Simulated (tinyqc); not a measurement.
## One-sided p+-n junction, ionisation integral and breakdown: effect of the drift doping

A p+ layer at x < 0 and an n drift layer from x = 0. Depletion approximation, built-in voltage neglected. Local ionisation coefficients alpha_n = an exp(-(bn/E)^mx), alpha_p = ap exp(-(bp/E)^mx). Electrons move towards +x, holes towards x = 0.

W = sqrt(2 eps0 eps_r V/(q N)), peak field E0 = q N W/(eps0 eps_r), falling linearly to 0 at W. G(x) = integral from 0 to x of (alpha_n - alpha_p); I_n = integral of alpha_n exp(-G) (electrons injected at x = 0), I_p = integral of alpha_p exp(G(end) - G) (holes injected at the far edge); M = 1/(1 - I). Integrals on a fine grid; BV is where I_n = 1. Specific on-resistance Ron = W/(q mu N) with constant mobility and full ionisation.

Parameters, values chosen for the exercise; material values close to those of gallium nitride: relative permittivity eps_r = 9.46; prefactor of the electron ionisation coefficient an = 2.89e8 1/cm; field constant for electrons bn = 3.47e7 V/cm; prefactor of the hole ionisation coefficient ap = 1.34e8 1/cm; field constant for holes bp = 1.93e7 V/cm; exponent mx = 1; electron mobility of the drift layer mu = 1020 cm^2/(V s).

Constants: q = 1.602176634e-19 C, eps0 = 8.8541878128e-14 F/cm where lengths are in cm. Results are converted to the units shown.

Effect of the drift doping:

| N (cm^-3) | BV (V) | E0 at BV (kV/cm) | W at BV (um) | Ron (mohm cm^2) | BV^2/Ron (MW/cm^2) | eps0 eps_r mu E0^3/4 (MW/cm^2) |
|---|---|---|---|---|---|---|
| 2.8e14 | 3.11e4 | 1.82e3 | 341 | 744 | 1.30e3 | 1.30e3 |
| 5.4e14 | 1.78e4 | 1.92e3 | 186 | 210 | 1.50e3 | 1.50e3 |
| 1e15 | 1.06e4 | 2.01e3 | 105 | 64.4 | 1.74e3 | 1.74e3 |
| 2e15 | 5.93e3 | 2.13e3 | 55.7 | 17.0 | 2.07e3 | 2.07e3 |
| 3.8e15 | 3.49e3 | 2.25e3 | 31.0 | 4.99 | 2.44e3 | 2.44e3 |
| 7.4e15 | 2.02e3 | 2.39e3 | 16.9 | 1.40 | 2.91e3 | 2.91e3 |
| 1.4e16 | 1.20e3 | 2.54e3 | 9.47 | 0.414 | 3.49e3 | 3.49e3 |
| 2.7e16 | 708 | 2.71e3 | 5.24 | 0.119 | 4.23e3 | 4.23e3 |

BV falls from 31100 to 708 V while the critical field rises from 1820 to 2710 kV/cm. BV goes as N^(-0.85) between the first two rows and N^(-0.80) between the last two (a coefficient proportional to E^7 gives -0.75 without punch-through). Ron goes as BV^(2.31) over the table; the last two columns agree since BV = E0 W/2 and N = eps0 eps_r E0/(q W).

tinyqc, about 0.1 s, one thread, Intel Xeon 2.30GHz (shared host): `OMP_NUM_THREADS=1 python tinyqc.py 2120102 2120103 out.jsonl`
